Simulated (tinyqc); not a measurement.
Hot carriers by balance equations with a heated Maxwellian: one step, computed by the program tinyqc. Command: `OMP_NUM_THREADS=1 python tinyqc.py 3009031 3009032 out.jsonl hot walk`. One thread of a shared host (Intel(R) Xeon(R) Processor @ 2.30GHz), about 0.01 s of CPU time with the checks.

The carriers follow a Maxwellian at an electron temperature T_e, slightly displaced; the drift energy is neglected against k_B T_e. The balance averages the rate, not the time, so mu_0 lies below the relaxation-time value.

Problem. Drift velocity. Parabolic band: E = hbar^2 k^2/(2 m), speed v = hbar k/m, states per spin, volume and energy g(E) = m k/(2 pi^2 hbar^2). Masses are multiplied by m_0 and all formulas are in SI units. Phonon occupation N_q = 1/(exp(hbar w/(k_B T)) - 1). Acoustic deformation potential (elastic, equipartition, absorption and emission together): 1/tau = 2 pi k_B T D_A^2 g(E)/(hbar rho v_l^2). Optical or intervalley deformation potential: 1/tau = (pi Z_f D_o^2/(rho w)) [N_q g(E + hbar w) + (N_q + 1) g(E - hbar w)], with g = 0 below the band edge. Averages over the Maxwellian, <y> = int y x^(1/2) exp(-x) dx / int x^(1/2) exp(-x) dx with x = E/(k_B T_e), split at x_0 = hbar w/(k_B T_e): 64 Gauss-Legendre points in sqrt(x) below it and 128 in sqrt(x - x_0) above it, up to x = 32. Momentum balance: mu(T_e) = e/(m nu), nu = <x (sum of rates)>/<x>. Power lost per carrier: P(T_e) = hbar w <emission rate - absorption rate> + <(2 m v_l^2/(k_B T)) (E - 2 k_B T) acoustic rate>. v = mu(T_e) F; warm-carrier coefficient (mu/mu_0 - 1)/F^2.

Inputs (values chosen for the exercise, modelled on holes in silicon): effective mass m = 0.513 m_0; density rho = 2329 kg/m^3; sound velocity v_l = 9010 m/s; acoustic deformation potential D_A = 6 eV; phonon energy hbar w = 65.1 meV; optical or intervalley deformation potential D_o = 9.5 1e8 eV/cm; final valleys Z_f = 1; lattice temperature T = 300 K; electric field F = 47 kV/cm.

Band: parabolic. Solver: damped fixed point.

electron temperature T_e = 1375.720 K

low-field mobility mu_0 = 688.5406 cm^2/(V s)

Constants: k_B = 8.617333262e-05 eV/K; k_B = 1.380649e-23 J/K; e = 1.602176634e-19 C; hbar = 1.054571817e-34 J s; m_0 = 9.1093837015e-31 kg; hbar = 6.582119569e-16 eV s.

Give: mobility mu(T_e); drift velocity; mu/mu_0; (mu/mu_0 - 1)/F^2.

Solution.

mobility mu(T_e) = 191.9 cm^2/(V s)

drift velocity = 0.9021 1e7 cm/s

mu/mu_0 = 0.2788

(mu/mu_0 - 1)/F^2 = -3.265e-04 cm^2/kV^2
